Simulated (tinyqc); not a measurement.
Permittivity and interlayer from two capacitances.

Problem. A two-layer stack has Cox = eps0/(t1/e1 + t2/e2) and EOT = 3.9 eps0/Cox. Find e2, the EOT of layer 1 and, with e1 given, t1.

Parameters, values chosen for the exercise:
- e1 = 7.72 (relative permittivity of layer 1)

Constants: eps0 = 8.8541878128e-14 F/cm where lengths are in cm. Results are converted to the units shown.

Cox at t2 = 2.2 and 8.9 nm (uF/cm^2): [2.9507964, 0.87092785]

Answer. EOT is linear in t2 with slope 3.9/e2, and its intercept is the EOT of layer 1.

e2 = 9.350
EOT of layer 1 = 0.2526 nm
t1 = 0.5000 nm

Program tinyqc, `OMP_NUM_THREADS=1 python tinyqc.py 2010165 2010166 out.jsonl`; Intel Xeon 2.30GHz, shared host, one thread, about 0.01 s.
